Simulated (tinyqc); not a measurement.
Harmonic transition-state theory with quantum, tunnelling and friction corrections: one step, computed by the program tinyqc.

One atom hops between equivalent sites; three modes at the minimum and two real modes at the saddle are treated as harmonic, the rest of the crystal as unchanged; melting is ignored, so hot rows may lie above the melting point.

Question. Tunnelling factors. With u = h nu_b/(k_B T): Wigner factor 1 + u^2/24; parabolic barrier (Bell) (u/2)/sin(u/2), valid above T_c = h nu_b/(2 pi k_B); symmetric Eckart barrier: kappa = int_0^infinity P(E) exp(-(E - E_b)/(k_B T)) dE/(k_B T), P = (cosh 2a - 1)/(cosh 2a + cosh 2d), a = alpha sqrt(E/E_b), alpha = 2 pi E_b/(h nu_b), 2d = 2 sqrt(alpha^2 - pi^2/4).

Inputs (values chosen for the exercise, modelled on interstitial lithium in silicon): barrier E_b = 0.647 eV; imaginary frequency at the saddle nu_b = 10 THz; temperature T = 544 K.

Lattice of sites: three-dimensional.

Constants: h x 1 THz = 4.135667696 meV; k_B = 8.617333262e-05 eV/K.

Give: u; crossover temperature T_c; Wigner factor; Bell factor; Eckart factor.

Answer.

u = 0.8822

crossover temperature T_c = 76.38 K

Wigner factor = 1.032

Bell factor = 1.033

Eckart factor = 1.035

T/T_c = 7.12: tunnelling is a small correction.
